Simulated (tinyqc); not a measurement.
Raising U: Hubbard chain of 6 sites, mean field against exact. Computed by the program tinyqc. Collinear unrestricted mean field (the lowest of 40 random starts) against exact diagonalisation.

one-body matrix (hopping and site energies) (eV):
```
         1        2        3        4        5        6
1  -0.5300  -1.9500   0.0000   0.0000   0.0000   0.0000
2  -1.9500  -0.0600  -1.9500   0.0000   0.0000   0.0000
3   0.0000  -1.9500   0.2200  -1.9500   0.0000   0.0000
4   0.0000   0.0000  -1.9500  -0.2600  -1.9500   0.0000
5   0.0000   0.0000   0.0000  -1.9500  -0.5100  -1.9500
6   0.0000   0.0000   0.0000   0.0000  -1.9500   0.5700
```

electrons, up and down: 3  2

Exact and mean-field results (eV):
```
U          U/t    E exact  E mean field  mean |n_up - n_down|  double occupancy, exact  first gap in the sector
0.970    0.497  -12.50989     -12.46721                 0.171                    0.155                    1.647
1.950    1.000  -11.64751     -11.47629                 0.184                    0.138                    1.554
3.900    2.000  -10.22056      -9.58087                 0.243                    0.107                    1.354
5.850    3.000   -9.13000      -7.93089                 0.402                    0.081                    1.166
7.800    4.000   -8.30467      -6.73998                 0.572                    0.061                    1.006
11.700   6.000   -7.19224      -5.43255                 0.701                    0.037                    0.768
15.600   8.000   -6.50684      -4.85819                 0.795                    0.023                    0.612
23.400  12.000   -5.73462      -4.35905                 0.817                    0.012                    0.428
39.000  20.000   -5.06307      -4.05144                 0.830                 4.43e-03                    0.264
```

What does the comparison show, and why?

In absolute terms mean field is worst at U/t = 6.0, 1.760 eV too high: at small U it is nearly exact, and at large U it still misses the motion of the hole through a fluctuating spin background. Relative to the exact energy its error is 0.3 % at the smallest U, 25 % at most and 20 % at the largest. The double occupancy falls from 0.155 to 0.004.
